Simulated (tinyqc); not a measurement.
Electron-beam lithography: double-Gaussian proximity function, edge placement and dose correction for parallel lines: one step, computed by the program tinyqc. Command: `OMP_NUM_THREADS=1 python tinyqc.py 3110064 3110065 out.jsonl proximity walk`. One thread of a shared host (Intel(R) Xeon(R) Processor @ 2.30GHz), about 0.01 s of CPU time with the checks.

Lines are infinitely long. Absorbed energy is counted so that the middle of a very large area written at dose 1 receives 1; the resist develops where it exceeds 1/2.

Task: Shot noise and writing time. With dose = d_s D0: electrons per pixel N = dose x pixel area/e; relative noise 1/sqrt(N); time per cm^2 of pattern area = dose x density/current; pixel rate = current/(dose x pixel area).

Inputs (values chosen for the exercise, of the order of those for 10 keV electrons in resist on silicon): beam current = 0.9 nA; pixel size = 5 nm; pattern density around the test line = 0.17.

dose = 42.23187 microcoulomb/cm^2

Constants: e = 1.602176634e-19 C.

Give: electrons per pixel; shot noise; writing time per cm^2; pixel rate.

Result:

electrons per pixel = 65.90

shot noise = 12.32 %

writing time per cm^2 = 2.216 h

pixel rate = 85.24 MHz
